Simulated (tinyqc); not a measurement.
Trap density from two Hall measurements.

Inverse problem. p-type body, charge-sheet picture, full ionisation (an idealisation for deep acceptors), Boltzmann statistics for free electrons. e = Ec - EF at the surface. psi = Eg - Vt ln(Nv/Na) - e; N_dep = sqrt(2 eps0 eps_r Na (psi - Vt)/q); n_f = sqrt(N_dep^2 + 2 eps0 eps_r Vt Nc exp(-e/Vt)/q) - N_dep; Vg = Vfb + psi + q (N_dep + n_t + n_f)/Cox, Cox = eps0 eox/tox. Find e and n_t at both points and the mean trap density between them.

Values chosen for this exercise; band and dielectric values close to those of 4H silicon carbide: temperature T = 300 K; band gap Eg = 3.25 eV; relative permittivity eps_r = 9.88; conduction-band density of states at T Nc = 1.67e19 cm^-3; valence-band density of states at T Nv = 2.45e19 cm^-3; relative permittivity of the insulator eox = 3.9; insulator thickness tox = 54 nm; acceptor density Na = 1.4e16 cm^-3; flat-band voltage without trapped charge Vfb = -2.24 V.

Constants: q = 1.602176634e-19 C, kB = 1.380649e-23 J/K, Vt = kB T/q, eps0 = 8.8541878128e-14 F/cm where lengths are in cm. Results are converted to the units shown.

Vg (V): [5.2571330, 7.9826339]
free sheet density from the Hall effect (cm^-2): [9.1345042e9, 9.7044107e10]

Solution. Each n_f fixes e; what the gate voltage holds beyond psi, N_dep and n_f is trapped; the difference quotient is the density, smeared over a few Vt.

e (eV): [0.1540, 0.09100]
n_t (cm^-2): [1.161e12, 2.129e12]
mean trap density = 1.536e13 cm^-2 eV^-1

Numbers from tinyqc (`OMP_NUM_THREADS=1 python tinyqc.py 2222211 2222212 out.jsonl`; about 0.02 s on one thread of a shared Intel Xeon 2.30GHz).
